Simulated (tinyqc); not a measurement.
Atomic layer deposition: Langmuir saturation, growth per cycle and coating of deep features: one step, computed by the program tinyqc.

Precursor A sticks only on free sites, so a long enough pulse saturates; co-reactant B then frees the sites again.

Problem. The first four cycles. One cycle from coverage th0: pulse A gives th1 = th_s + (th0 - th_s) exp(-(k_a + k_d) t), th_s = k_a/(k_a + k_d); the purge leaves th2 = th1 exp(-k_d t_p); pulse B converts c_B th2 into film and leaves th3 = (1 - c_B) th2. Growth = G c_B th2. Start from th0 = 0.

Inputs (values chosen for the exercise, modelled on hafnium oxide from an amide and water):

| quantity | value | unit |
|---|---|---|
| growth per cycle at saturation G | 0.9 | angstrom |
| temperature T | 225 | C |
| pulse time t | 0.092 | s |
| co-reactant completion per pulse c_B | 0.95 | - |
| purge time t_p | 4.1 | s |

k_a = 3.893611 1/s

k_d = 3.144913e-05 1/s

Give: Cycles.

Solution.

Cycles:

| cycle | th0 | th1 | th2 | th3 | growth (angstrom) |
|---|---|---|---|---|---|
| 1 | 0.000000 | 0.30107 | 0.30104 | 0.015052 | 0.25739 |
| 2 | 0.015052 | 0.31159 | 0.31155 | 0.015578 | 0.26638 |
| 3 | 0.015578 | 0.31196 | 0.31192 | 0.015596 | 0.26669 |
| 4 | 0.015596 | 0.31198 | 0.31194 | 0.015597 | 0.26670 |
